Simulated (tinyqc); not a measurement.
Valley-orbit splitting of a donor ground state, with strain. Changing the shear strain e_s. Computed by tinyqc, a small Python program. Command: `OMP_NUM_THREADS=1 python tinyqc.py 3028412 3028413 out.jsonl valleyorbit sweep`. One thread of a shared host (Intel(R) Xeon(R) Processor @ 2.30GHz), about 0.01 s of CPU time with the checks.

The basis is the 1s envelope in each valley; energies are counted from the unstrained conduction-band edge. The strain is e_s (a a^T - 1/3) for the unit stress axis a, so valley j along n_j moves by Xi_u e_s w_j with w_j = (n_j.a)^2 - 1/3: +1/6 for x and y, -1/3 for z. The splitting at the zone boundary that a [110] shear adds for <100> valleys is left out.

Inputs (values chosen for the exercise, for a model many-valley semiconductor):
```
quantity,value,unit
single-valley binding energy E_0,26.2,meV
central-cell shift Lambda,2.38,meV
coupling Delta_1,2.74,meV
coupling Delta_2,3.55,meV
shear deformation potential Xi_u,8.27,eV
temperature T,20,K
donor density N_D,1.9e+17,cm^-3
density-of-states mass of one valley m_e,0.328,m_0
```

Valleys: six along <100>. Stress axis: [110].

Constants: k_B = 8.617333262e-05 eV/K; m_0 = 9.1093837015e-31 kg; k_B = 1.380649e-23 J/K; h = 6.62607015e-34 J s.

Method:
- H_jj = -(E_0 + Lambda) + Xi_u e_s w_j; H_jk = -Delta_2 between opposite valleys and -Delta_1 between perpendicular ones.
- Diagonalise H; the ground vector has positive components. The density at the nucleus, and so the contact hyperfine coupling, scales as (sum_j c_j)^2/(number of valleys), which is 1 without strain; the envelopes are held fixed.
- The binding energy is counted from the lowest valley edge, min_j Xi_u e_s w_j; the gap is from the ground state to the next level.
- z = sum over levels of exp(-(E - E_ground)/k_B T), the ground-state share being 1/z; N_c = 2 (2 pi m_e k_B T/h^2)^(3/2) sum_j exp(-(shift_j - lowest shift)/k_B T); n1 = N_c/(2 z) exp(-binding/k_B T), binding = lowest shift - E_ground; without compensation n = 2 N_D/(1 + sqrt(1 + 4 N_D/n1)) (Boltzmann statistics; p and higher states left out).

One run for each value:
```
shear strain e_s,hyperfine ratio A/A_0,binding energy under strain (meV),gap to the first excited state (meV),free electrons n (cm^-3)
-0.00500,0.88371,39.734,13.084,1.7301e+12
-0.00250,0.94898,40.774,14.124,1.2804e+12
-0.00063,0.99504,42.308,15.658,8.6409e+11
-0.00032,0.99864,42.672,16.022,8.1911e+11
-0.00016,0.99965,42.875,16.225,8.0550e+11
-0.00008,0.99991,42.981,16.331,8.0185e+11
-0.00004,0.99998,43.035,16.385,8.0091e+11
-0.00002,0.99999,43.063,16.413,8.0067e+11
```

Give the missing row, shear strain e_s = -0.00130.

Computed row; columns: (1) shear strain e_s; (2) hyperfine ratio A/A_0; (3) binding energy under strain (meV); (4) gap to the first excited state (meV); (5) free electrons n (cm^-3):
```
(1)           (2)     (3)     (4)         (5)
-0.00130  0.98173  41.644  14.994  1.0053e+12
```

Interpolating between the two neighbouring rows (linearly) misses most in free electrons n (cm^-3), by 0.79 %. Over the rows, hyperfine ratio A/A_0 rises from 0.884 to 1.000; binding energy under strain (meV) rises from 39.7 to 43.1; gap to the first excited state (meV) rises from 13.1 to 16.4. Strain moves the ground state into the lowered valleys, so fewer valleys add in phase at the nucleus and less valley-orbit energy is gained.

Caution (all rows): at this donor density neighbouring orbits begin to overlap and the depth shrinks, which a fixed level leaves out.

Extremes, crossings and ranges named in words are read from the listed rows.
